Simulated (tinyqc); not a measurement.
Inside a calculation. Model: anisotropic elasticity and sound waves of a cubic crystal. Computed by tinyqc, a small Python program that keeps every step. Command: `OMP_NUM_THREADS=1 python tinyqc.py 3014023 3014024 out.jsonl cubicelastic walk`. One thread of a shared host (Intel(R) Xeon(R) Processor @ 2.30GHz), about 0.01 s of CPU time with the checks. Intermediate numbers are printed to about 5 digits and carried at full precision; extremes and crossings named in words are read from the listed rows.

Voigt order 1..6 = xx, yy, zz, yz, xz, xy, with engineering shear strains. The rotated frame has x' as named, z' along the wafer normal and y' = z' x x'.

Inputs (values chosen for the exercise, modelled on silicon):

| quantity | value | unit |
|---|---|---|
| C11 | 162.5 | GPa |
| C12 | 65.08 | GPa |
| C44 | 80.03 | GPa |
| density rho | 2.314 | g/cm^3 |
| expansion coefficient of the film | 2.5 | ppm/K |
| expansion coefficient of the substrate | 7.5 | ppm/K |
| cooling Delta T | 500 | K |

Frame: (001) wafer, x' along [210].

wave normal (not normalised): 5  1.5  0.2

## Compliances and anisotropy

S11 = (C11 + C12)/D, S12 = -C12/D, D = (C11 - C12)(C11 + 2 C12), S44 = 1/C44. Zener ratio A = 2 C44/(C11 - C12); S0 = S11 - S12 - S44/2; H = 2 C44 + C12 - C11.

S11 = 7.9822 1/TPa

S12 = -2.2826 1/TPa

S44 = 12.495 1/TPa

Zener ratio A = 1.6430

S0 = 4.0172 1/TPa

H = 62.64 GPa

## Stiffness in the rotated frame

direction cosines a (rows x', y', z' in the cube axes):
```
          x       y       z
x'   0.8944  0.4472  0.0000
y'  -0.4472  0.8944  0.0000
z'   0.0000  0.0000  1.0000
```

C'_ijkl = C12 delta_ij delta_kl + C44 (delta_ik delta_jl + delta_il delta_jk) - H sum_m a_im a_jm a_km a_lm.

C' (GPa), lower triangle (symmetric):
```
          1         2         3        4        5        6
1  182.5448
2   45.0352  182.5448
3   65.0800   65.0800  162.5000
4    0.0000    0.0000    0.0000  80.0300
5    0.0000    0.0000    0.0000   0.0000  80.0300
6   15.0336  -15.0336    0.0000   0.0000   0.0000  59.9852
```

Normal stress couples to shear strain in this frame.

## Moduli along the axes of the frame

Invert C' to S'. E along x' = 1/S'11, along y' = 1/S'22; Poisson ratios nu(x'y') = -S'12/S'11 and nu(x'z') = -S'13/S'11; in-plane shear modulus 1/S'66.

E along x' = 149.33 GPa

E along y' = 149.33 GPa

nu(x'y') = 0.14890

nu(x'z') = 0.34086

in-plane shear modulus = 56.698 GPa

E is the same along x' and y'.

## Thermal stress in a film with this orientation

On cooling, a thick substrate imposes eps_1 = eps_2 = (alpha_film - alpha_substrate) Delta T and eps_6 = 0; the free surface sets sigma_3 = sigma_4 = sigma_5 = 0, which fixes eps_3, eps_4, eps_5. Biaxial modulus M = (sigma_1 + sigma_2)/(2 eps); energy density M eps^2. Elastic response and constant coefficients are assumed.

in-plane strain = -2.5 per mille

elastic strain along the normal = 2.0025 per mille

stress along x' = -438.63 MPa

stress along y' = -438.63 MPa

biaxial modulus M = 175.45 GPa

energy density = 1.0966 MJ/m^3

The film ends in compression. Caution: the thermal stress of this film exceeds 200 MPa, which can relax by slip, cracking or buckling in a real film.

## Sound waves along the wave normal

In the cube axes, with unit normal n: G_ij = (C12 + C44) n_i n_j + (C44 - H n_i^2) delta_ij, eigenvalues rho v^2, eigenvectors u (columns, largest component positive). Group velocity V_i = [(C12 + C44)(u.n) u_i + C44 n_i - H u_i^2 n_i]/(rho v); its angle to n has cosine v/|V|.

Christoffel matrix (GPa):
```
        x      y      z
x  155.58  39.88   5.32
y   39.88  86.83   1.60
z    5.32   1.60  80.15
```

phase velocities (m/s): 5440.9  5875.4  8675.9

polarisations:
```
       slow      fast  longitudinal
x  -0.41884  -0.02496       0.90772
y   0.90557  -0.08544       0.41550
z   0.06718   0.99603       0.05838
```

group speeds (m/s): 5970.1  5882.3  8814.8

angles between V and n (degree): 24.307  2.768  10.187

Energy flows off the wave normal by up to 24.3 degrees, for the slow transverse wave.

## Polycrystal bounds against single-crystal directions

B = (C11 + 2 C12)/3; Voigt G = (C11 - C12 + 3 C44)/5; Reuss G = 5/(4 (S11 - S12) + 3 S44); Hill is their mean; E = 9BG/(3B + G), nu = (3B - 2G)/(6B + 2G). Along <hkl>, with g = 0, 1/4, 1/3: 1/E = S11 - 2 S0 g; for a film with that normal C33 = C11 + 2 H g and M = [6B - (3B - C33) - (3B - C33)^2/C33]/2.

bulk modulus B = 97.553 GPa

Averages:

| average | G (GPa) | E (GPa) | nu |
|---|---|---|---|
| Voigt | 67.502 | 164.55 | 0.21887 |
| Reuss | 63.658 | 156.85 | 0.23202 |
| Hill | 65.580 | 160.72 | 0.22541 |

Directions:

| direction | E (GPa) | biaxial modulus M (GPa) |
|---|---|---|
| <100> | 125.28 | 175.45 |
| <110> | 167.40 | 218.04 |
| <111> | 188.53 | 229.33 |

The bounds on G differ by 6.0 %, while E varies by a factor 1.50 with direction; with A above 1 the stiffest axis is <111>. Under a fixed mismatch strain, grains with a <100> normal store the least energy.

Checks made by the program: E along x' against 1/E = S11 - 2 S0 (l^2 m^2 + m^2 n^2 + n^2 l^2) (relative difference below 1e-10); closed form of M against the matrix solution (relative difference below 1e-10).
